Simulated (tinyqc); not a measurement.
Frequency dispersion of an accumulation capacitance by border traps, distributed model: one step of the calculation.

Traps spread evenly through the insulator exchange electrons with the semiconductor by tunnelling, with tau(x) = t0 exp(2 ka x) at depth x from the interface. The admittance per area Y seen at depth x obeys dY/dx = -Y^2/(i w eps0 eox) + q Nb ln(1 + i w tau)/tau, with Y(0) = i w Cs and w = 2 pi f; the gate sees Y(tox) = G + i w C. Working variable y = Y/(i w), in uF/cm^2. Cox = eps0 eox/tox.

Task. Capacitance and conductance at the gate. Beyond xe the traps are ignored, so 1/y(tox) = 1/y(xe) + (tox - xe)/(eps0 eox); C = Re y, G/w = -Im y, loss tangent G/(w C).

Values chosen for this exercise; permittivity close to that of hafnium oxide: relative permittivity of the insulator eox = 18.5; insulator thickness tox = 5.9 nm; depth down to which the steps are taken xe = 2.2 nm.

Constants: eps0 = 8.8541878128e-14 F/cm where lengths are in cm. Results are converted to the units shown.

y at xe = 3.6003782-0.2893923i uF/cm^2

Find: y at the gate; C; G/w; loss tangent.

Result.

y at the gate = 1.989-0.088i uF/cm^2
C = 1.989 uF/cm^2
G/w = 0.08790 uF/cm^2
loss tangent = 0.04420

tinyqc, about 0.5 s, one thread, Intel Xeon 2.30GHz (shared host): `OMP_NUM_THREADS=1 python tinyqc.py 2202031 2202032 out.jsonl`
